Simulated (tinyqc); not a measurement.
Fully depleted semiconductor-on-insulator film with two gates, non-linear Poisson equation by Newton steps: one step of the calculation.

One dimension across the film, front interface at x = 0, back interface at x = ts. psi is counted from the intrinsic level, n = ni exp(psi/Vt) (source grounded), holes neglected, acceptors ionised. Gates act through Cox = eps0 eox/tox and Cbox = 3.9 eps0/tb with potentials G1 = Vg - (phiM - chi - Vt ln(Nc/ni)) and G2 = Vb - (phiB - chi - Vt ln(Nc/ni)). Classical Boltzmann densities, no interface charge, no depletion in the back plane.

Problem. Newton step. Solve a d_(i-1) + b_i d_i + a d_(i+1) = -F_i for all nodes. If the largest |d| exceeds 4 Vt, the whole step is scaled down so that it equals 4 Vt.

Parameters, values chosen for the exercise: temperature T = 300 K.

Constants: q = 1.602176634e-19 C, kB = 1.380649e-23 J/K, Vt = kB T/q. Results are converted to the units shown.

a = 13.406282 uF/cm^2

```
node,diagonal b (F/cm^2),residual F (C/cm^2),psi after iteration 1 (V)
0,-1.6062576e-5,5.6744664e-7,0.25774250
1,-2.6812652e-5,-1.2301907e-11,0.26189299
2,-2.6812667e-5,-1.2663353e-11,0.26604367
3,-2.6812685e-5,-1.3093551e-11,0.27019452
4,-2.6812706e-5,-1.3604483e-11,0.27434555
5,-2.6812731e-5,-1.4210220e-11,0.27849676
6,-2.6812760e-5,-1.4927288e-11,0.28264816
7,-2.6812794e-5,-1.5775091e-11,0.28679974
8,-2.6812834e-5,-1.6776418e-11,0.29095151
9,-2.6812881e-5,-1.7958034e-11,0.29510348
10,-2.6812936e-5,-1.9351370e-11,0.29925564
11,-1.3694261e-5,4.9596308e-7,0.30340800
```

Find: Newton step d, before damping; psi after iteration 2.

Solution.

```
node,"Newton step d, before damping (V)",psi after iteration 2 (V)
0,0.3349,0.3155
1,0.3589,0.3238
2,0.3830,0.3321
3,0.4070,0.3404
4,0.4310,0.3487
5,0.4551,0.3570
6,0.4791,0.3653
7,0.5032,0.3736
8,0.5273,0.3819
9,0.5514,0.3902
10,0.5755,0.3985
11,0.5996,0.4068
```

tinyqc, about 0.4 s, one thread, Intel Xeon 2.30GHz (shared host): `OMP_NUM_THREADS=1 python tinyqc.py 2190164 2190165 out.jsonl`
